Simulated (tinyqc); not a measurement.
Moments against temperature: two-sublattice mean-field magnet: ferrimagnet, compensation points and susceptibility. Computed by tinyqc, a small Python program. Command: `OMP_NUM_THREADS=1 python tinyqc.py 3004165 3004166 out.jsonl ferri walk`. One thread of a shared host (Intel(R) Xeon(R) Processor @ 2.30GHz), about 0.01 s of CPU time with the checks.

A random alloy A(1-x)B(x) with H = -sum over pairs J S_i.S_j. a = <S_A> and b = <S_B> are taken along z, a > 0. Exchange fields: h_A = (1 - x) zJ_AA a + x zJ_AB b, h_B = (1 - x) zJ_AB a + x zJ_BB b; a = S_A B_(S_A)(S_A h_A/(k_B T)) and likewise for b, with the Brillouin function B_S(y) = [(2S + 1)/(2S)] coth[(2S + 1) y/(2S)] - [1/(2S)] coth[y/(2S)].

Inputs (values chosen for the exercise, for a model ferrimagnet): spin S_A = 1.5; spin S_B = 1.5; g factor g_A = 2.1; g factor g_B = 2; fraction x of B sites = 0.4; z J_AA = 32.7 meV; z J_BB = 1.6 meV; z J_AB = -12 meV; T over T_c = 0.79.

Constants: k_B = 8.617333262e-05 eV/K.

Method:
- Linearised, T (a, b) = M (a, b) with M_ij = S_i (S_i + 1) c_j zJ_ij/(3 k_B), c_A = 1 - x, c_B = x. T_c is the larger eigenvalue, and its eigenvector gives b/a at onset, (T_c - M_AA)/M_AB.
- Repeat from a = S_A, b = -S_B until a and b change by less than 1e-10.
- Net moment m = (1 - x) g_A a + x g_B b in mu_B per site; net spin s = (1 - x) a + x b.

T_c = 308.874 K

Sublattices:
```
T/T_c   T (K)   a/S_A   -b/S_B  m (mu_B)
0.05    15.44  1.0000  0.99990    0.6901
0.15    46.33  0.9999  0.96267    0.7347
0.30    92.66  0.9915  0.80080    0.9130
0.45   138.99  0.9528  0.62230    1.0540
0.60   185.32  0.8727  0.46648    1.0897
0.72   222.39  0.7693  0.35600    1.0268
0.84   259.45  0.6104  0.24810    0.8560
0.92   284.16  0.4450  0.16708    0.6406
0.97   299.61  0.2776  0.09943    0.4053
```

What follows from these numbers?

At 0.45 T_c A keeps 0.95 and B 0.62 of saturation. |m| first rises, to 1.090 at 0.6 T_c, because the minority sublattice falls faster (type P).
